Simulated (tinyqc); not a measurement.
Complex band structure along [001] in sp3s* tight binding, step by step. Values are carried at full precision from step to step, so a last printed digit may differ when a step is redone from the rounded ones.

For k = (0, 0, kz) the phase sums are g0 = cos(phi) and g3 = i sin(phi), phi = kz a/4, and the s, pz, s* orbitals of anion (a) and cation (c) decouple from px, py. With z = exp(i phi), H(z) = H0 + z T + T^T/z for any complex z. H0 is diagonal (Esa, Epa, Exa, Esc, Epc, Exc). The anion-cation block is B(z) = z U + W/z and the cation-anion block z W^T + U^T/z, where U has Vss/2 (s,s), Vsapc/2 (s,z), -Vscpa/2 (z,s), Vxx/2 (z,z), Vxapc/2 (s*,z), -Vpaxc/2 (z,s*), and W has the same values with the s-z and s*-z signs reversed. |z| = 1 is a band state, |z| < 1 decays along [001] as exp(-kappa d) over a distance d, kappa = -(4/a) ln|z|. No spin-orbit coupling.

Constants: hbar^2/2m0 = 3.80998211 eV angstrom^2.

Inputs chosen for the exercise (out of a larger set: near a published set for GaAs, fitted to gaps, whose masses and valley positions are rough (light masses up to twice too heavy); not measured data): p = (-8.38, 1.045, -2.652, 3.658, 8.561, 6.698, -6.383, 1.956, 5.061, 4.465, 5.826, 4.88, 4.85) eV (order Esa, Epa, Esc, Epc, Exa, Exc, Vss, Vxx, Vxy, Vsapc, Vscpa, Vxapc, Vpaxc); dE = 0.36 eV (E - Ev); a = 5.657 angstrom (lattice constant).

## The layer matrices

Parameters in the order Esa, Epa, Esc, Epc, Exa, Exc, Vss, Vxx, Vxy, Vsapc, Vscpa, Vxapc, Vpaxc. Form H0 and T.

diagonal of H0 (eV): sa -8.3800, za 1.0450, s*a 8.5610, sc -2.6520, zc 3.6580, s*c 6.6980

T (eV):
```
          sa      za      s*a       sc      zc      s*c
sa    0.0000  0.0000   0.0000  -3.1915  2.2325   0.0000
za    0.0000  0.0000   0.0000  -2.9130  0.9780  -2.4250
s*a   0.0000  0.0000   0.0000   0.0000  2.4400   0.0000
sc   -3.1915  2.9130   0.0000   0.0000  0.0000   0.0000
zc   -2.2325  0.9780  -2.4400   0.0000  0.0000   0.0000
s*c   0.0000  2.4250   0.0000   0.0000  0.0000   0.0000
```

## Edges at Gamma

At z = 1 the levels follow from the blocks [[Esa, Vss], [Vss, Esc]] and [[Epa, Vxx], [Vxx, Epc]]: Ev is the lower p root, and the direct gap ends at the lower of the upper roots.

Ev = -0.0007 eV
EG (direct gap) = 1.4808 eV

## Complex wave vectors at one energy in the gap

Solve det(H0 - E + z T + T^T/z) = 0 with E = Ev + dE, as the linear problem [[0, 1], [-T^T, E - H0]] x = z [[1, 0], [0, T]] x. Roots come as z, -z, 1/z and conjugates; list those with 0 < |z| < 1 and Re z, Im z >= 0, by falling |z|. Re kz = arg(z)/(pi/2) in units of 2 pi/a, kappa = -(4/a) ln|z|.

Decaying roots:
```
Re z      Im z     |z|  Re kz (2 pi/a)  kappa (1/angstrom)
0.8936  0.0000  0.8936          0.0000              0.0795
0.1034  0.3899  0.4034          0.8350              0.6420
```

The slowest root has kappa = 0.0795 1/angstrom at Re kz = 0.000: a purely imaginary k at Gamma. The probability falls by exp(-2 kappa d), a factor 4.91 over 1 nm.

## The px, py block

For px and py the determinant gives (E - Epa)(E - Epc) = Vxx^2 cos^2(phi) + Vxy^2 sin^2(phi). With phi = i kappa a/4 this is sinh^2(kappa a/4) = ((E - Epa)(E - Epc) - Vxx^2)/(Vxx^2 - Vxy^2), E = Ev + dE. Parameters in the order Esa, Epa, Esc, Epc, Exa, Exc, Vss, Vxx, Vxy, Vsapc, Vscpa, Vxapc, Vpaxc.

sinh^2(kappa a/4) = 0.07178
kappa of the heavy-hole branch = 0.1872 1/angstrom

This branch decays faster than the slowest root of the s-pz block (0.0795), by a factor 2.35 in kappa.

## Band-edge masses of the same block

From the real bands: m/m0 = c h^2/|E(h) - E(0)| with kz = h = 0.001 1/angstrom for level 2 (light hole) and level 3 (electron) of the 6 x 6 matrix; c = hbar^2/2m0.

masses of this model, from the curvature at Gamma (m0): m_lh 0.0844, m_e 0.1108

These are masses of the nearest-neighbour model without spin-orbit coupling, which is fitted to gaps and often gives the electron too heavy.

## Checks

- Largest distance of a level of the 6 x 6 block at kz = 0.37 (2 pi/a) from a level of the full matrix, against zero (eV): both 0.000000.
- Kappa 0.1 meV above Ev against sqrt(m_lh E/c): both 0.001489.

Program tinyqc; command `OMP_NUM_THREADS=1 python tinyqc.py 1482545 1482546 out.jsonl`; about 0.01 s on one thread of a shared Intel(R) Xeon(R) Processor @ 2.30GHz.
